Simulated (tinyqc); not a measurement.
Landau-Devonshire theory of a uniaxial ferroelectric: one step, computed by the program tinyqc.

G(P) = (alpha/2) P^2 + (beta*/4) P^4 + (gamma/6) P^6 - E P per volume, SI units, one domain, P along the polar axis, which is normal to the film.

Task: Spontaneous polarisation, susceptibility, coercive field. Ps^2 = [-beta* + sqrt(beta*^2 - 4 alpha gamma)]/(2 gamma). chi = 1/(eps_0 G''), G'' = alpha + 3 beta* P^2 + 5 gamma P^4 at Ps. Ps, chi and the coercive field are for perfect screening, without a depolarising field. The intrinsic coercive field is |alpha P + beta* P^3 + gamma P^5| at the P_c where G'' = 0. 1 C/m^2 = 100 microcoulomb/cm^2.

Inputs (values chosen for the exercise, for a model ferroelectric): Curie-Weiss temperature T0 = 720 K; gamma = 7.17e+09 J m^9/C^6; temperature T = 296 K.

Sample: epitaxial film.

alpha = -8.844085e+08 J m/C^2

beta* = 2.027303e+09 J m^5/C^4

Constants: eps_0 = 8.8541878128e-12 F/m.

Give: spontaneous polarisation Ps; susceptibility chi; well depth G(Ps); P_c; intrinsic coercive field.

Result:

spontaneous polarisation Ps = 48.71 microcoulomb/cm^2

susceptibility chi = 43.85

well depth G(Ps) = -60.43 MJ/m^3

P_c = 30.61 microcoulomb/cm^2

intrinsic coercive field = 193.3 MV/m

P_c/Ps = 0.628, above the 0.577 of a quartic well, as the sixth-order term matters. Real switching runs by domain nucleation at far lower fields. Caution: the strain shifts T0 by more than 500 K here, which is beyond the range where constant coefficients hold. Caution: far below T0* the expansion with linear alpha(T) is only a fit.
